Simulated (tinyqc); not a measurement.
Comparisons within one model: quaternary alloy A(x)B(1-x)C(y)D(1-y) matched to a substrate. A value that a table varies takes the place of the one given here.

Q(x,y) = x y Q_AC + x (1 - y) Q_AD + (1 - x) y Q_BC + (1 - x)(1 - y) Q_BD for the lattice constant. Gap, rule 1: Q(x,y) - x (1 - x)[y C_ABC + (1 - y) C_ABD] - y (1 - y)[x C_ACD + (1 - x) C_BCD]. Rule 2 (mean of ternaries): {x (1 - x)[y T_ABC(x) + (1 - y) T_ABD(x)] + y (1 - y)[x T_ACD(y) + (1 - x) T_BCD(y)]}/{x (1 - x) + y (1 - y)}, T_ABC(x) = x E_AC + (1 - x) E_BC - C_ABC x (1 - x), T_ACD(y) = y E_AC + (1 - y) E_AD - C_ACD y (1 - y), and alike. Only the Gamma valley is followed.

Matching a(x,y) = a_s gives x = (a_s - y a_BC - (1 - y) a_BD)/(y (a_AC - a_BC) + (1 - y)(a_AD - a_BD)).
Constants: hc = 1239.841984 eV nm.

Parameters, chosen for this exercise (AC, AD, BC, BD near GaAs, GaSb, InAs and InSb; substrate near InP; shifted at random, so the results belong to these values and not to a real crystal): a = (5.661, 6.097, 6.059, 6.474) angstrom (lattice constants of AC, AD, BC, BD); Eg = (1.5, 0.802, 0.418, 0.236) eV (gaps at Gamma of AC, AD, BC, BD); Cb = (0.533, 0.459, 1.266, 0.673) eV (bowing of ABC, ABD, ACD, BCD); a_s = 5.872 angstrom (substrate); y = 0.65 (fraction of C).

## Along the matched line

x follows from y.

Results:
```
y          x  bilinear (eV)  rule 1 (eV)  rule 2 (eV)  wavelength 1 (nm)  wavelength 2 (nm)
0.53  0.9843         1.1588       0.8381       0.8635               1479               1436
0.59  0.9172         1.1418       0.8092       0.9086               1532               1365
0.64  0.8616         1.1247       0.7915       0.9243               1566               1341
0.70  0.7953         1.1008       0.7772       0.9290               1595               1335
0.76  0.7293         1.0731       0.7698       0.9234               1611               1343
0.82  0.6638         1.0419       0.7685       0.9094               1613               1363
0.88  0.5988         1.0069       0.7725       0.8863               1605               1399
0.93  0.5449         0.9751       0.7794       0.8579               1591               1445
0.99  0.4805         0.9336       0.7913       0.8055               1567               1539
```

The matched alloys span 0.768 to 0.838 eV by rule 1, with the lowest value inside the range, at y = 0.82. Along the line dx/dy is -1.119 between the first two rows and -1.072 between the last two. In energy the two rules differ most at y = 0.76, by 154 meV (268 nm there), which measures how far the ternary data leave the interior open. Miscibility gaps are not considered.

## What each parameter does

x is matched anew each time. Each row changes one parameter from the base and keeps the others.

Results:
```
case                                            x  rule 1 (eV)  rule 2 (eV)
base                                       0.8505       0.7886       0.9260
y = 0.64                                   0.8616       0.7915       0.9243
a_s = 5.876 angstrom                       0.8403       0.7772       0.9189
Cb = (0.64, 0.551, 1.519, 0.808) eV        0.8505       0.7221       0.8870
Eg = (1.55, 0.802, 0.418, 0.236) eV        0.8505       0.8163       0.9537
a = (5.671, 6.097, 6.059, 6.474) angstrom  0.8649       0.8049       0.9356
```

The largest shifts from the base row, up to three for each result and ties (the steps differ in size, so this ranks the rows, not the parameters). x: a +0.0144, y +0.0111, a_s -0.0102; unchanged at the printed digits by Cb and Eg. rule 1 (eV): Cb -0.0665, Eg +0.0276, a +0.0163. rule 2 (eV): Cb -0.0390, Eg +0.0276, a +0.0096.

tinyqc: `OMP_NUM_THREADS=1 python tinyqc.py 1050639 1050640 out.jsonl`; about 0.01 s, one thread, shared Intel(R) Xeon(R) Processor @ 2.30GHz.
